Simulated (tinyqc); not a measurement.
Inside a calculation. Method: ROHF in the sto-6g basis, for H4+, spin multiplicity 2. One step of it, computed by the program tinyqc.

Task: Iteration 3: building the Fock matrix. J_ij = sum D_kl (ij|kl) with D = D(alpha) + D(beta), K_ij = sum D_kl (ik|jl) for each spin; F = H + J - K(s); E = tr D H + tr D J / 2 - 0.5 sum_s tr D(s) K(s) + E_nn.

D(alpha) after iteration 2, order 1H 1s, 2H 1s, 3H 1s, 4H 1s:
```
[[0.359781, 0.381223, -0.015343, -0.051556],
 [0.381223, 0.408566, 0.027202, -0.014325],
 [-0.015343, 0.027202, 0.409174, 0.381054],
 [-0.051556, -0.014325, 0.381054, 0.358732]]
```

D(beta) after iteration 2, order 1H 1s, 2H 1s, 3H 1s, 4H 1s:
```
[[0.152206, 0.181427, 0.182914, 0.153840],
 [0.181427, 0.216256, 0.218029, 0.183374],
 [0.182914, 0.218029, 0.219817, 0.184878],
 [0.153840, 0.183374, 0.184878, 0.155492]]
```

core Hamiltonian H = T + V (hartree), order 1H 1s, 2H 1s, 3H 1s, 4H 1s:
```
[[-1.096887, -0.477443, -0.009898, -0.000589],
 [-0.477443, -1.220737, -0.110970, -0.009917],
 [-0.009898, -0.110970, -1.220963, -0.478173],
 [-0.000589, -0.009917, -0.478173, -1.097190]]
```

Two-electron integrals (ij|kl) in chemists' order, unique and non-zero (hartree):
```
(11|11) 0.774999   (21|11) 0.167145   (21|21) 0.053012   (22|11) 0.370797
(22|21) 0.167145   (22|22) 0.774999   (31|11) 0.001808   (31|21) 0.000665
(31|22) 0.002613   (31|31) 0.000013   (32|11) 0.015243   (32|21) 0.006391
(32|22) 0.030103   (32|31) 0.000162   (32|32) 0.002362   (33|11) 0.142635
(33|21) 0.053479   (33|22) 0.227457   (33|31) 0.001808   (33|32) 0.030103
(33|33) 0.774999   (41|11) 0.000074   (41|21) 0.000029   (41|22) 0.000119
(41|31) 6.37e-07   (41|32) 0.000009   (41|33) 0.000119   (41|41) 3.48e-08
(42|11) 0.001005   (42|21) 0.000401   (42|22) 0.001812   (42|31) 0.000011
(42|32) 0.000162   (42|33) 0.002618   (42|41) 6.38e-07   (42|42) 0.000013
(43|11) 0.036497   (43|21) 0.013191   (43|22) 0.053562   (43|31) 0.000401
(43|32) 0.006401   (43|33) 0.167428   (43|41) 0.000029   (43|42) 0.000668
(43|43) 0.053172   (44|11) 0.103862   (44|21) 0.036451   (44|22) 0.142673
(44|31) 0.001003   (44|32) 0.015250   (44|33) 0.371028   (44|41) 0.000074
(44|42) 0.001812   (44|43) 0.167428   (44|44) 0.774999
```

nuclear repulsion = 1.38075144 hartree

Give: Coulomb J; exchange K(alpha); exchange K(beta); F(alpha); F(beta); total energy of this density.

Result:

Coulomb J (hartree), order 1H 1s, 2H 1s, 3H 1s, 4H 1s:
```
[[1.009, 0.320, 0.006, 0.000],
 [0.320, 1.156, 0.069, 0.006],
 [0.006, 0.069, 1.159, 0.322],
 [0.000, 0.006, 0.322, 1.013]]
```

exchange K(alpha) (hartree), order 1H 1s, 2H 1s, 3H 1s, 4H 1s:
```
[[0.428, 0.290, 0.007, -0.005],
 [0.290, 0.466, 0.036, 0.008],
 [0.007, 0.036, 0.466, 0.290],
 [-0.005, 0.008, 0.290, 0.427]]
```

exchange K(beta) (hartree), order 1H 1s, 2H 1s, 3H 1s, 4H 1s:
```
[[0.191, 0.144, 0.051, 0.033],
 [0.144, 0.253, 0.088, 0.051],
 [0.051, 0.088, 0.257, 0.146],
 [0.033, 0.051, 0.146, 0.195]]
```

F(alpha) (hartree), order 1H 1s, 2H 1s, 3H 1s, 4H 1s:
```
[[-0.515, -0.447, -0.012, 0.005],
 [-0.447, -0.531, -0.078, -0.012],
 [-0.012, -0.078, -0.528, -0.446],
 [0.005, -0.012, -0.446, -0.511]]
```

F(beta) (hartree), order 1H 1s, 2H 1s, 3H 1s, 4H 1s:
```
[[-0.279, -0.301, -0.055, -0.033],
 [-0.301, -0.318, -0.130, -0.055],
 [-0.055, -0.130, -0.319, -0.303],
 [-0.033, -0.055, -0.303, -0.279]]
```

total energy of this density = -1.53730 hartree
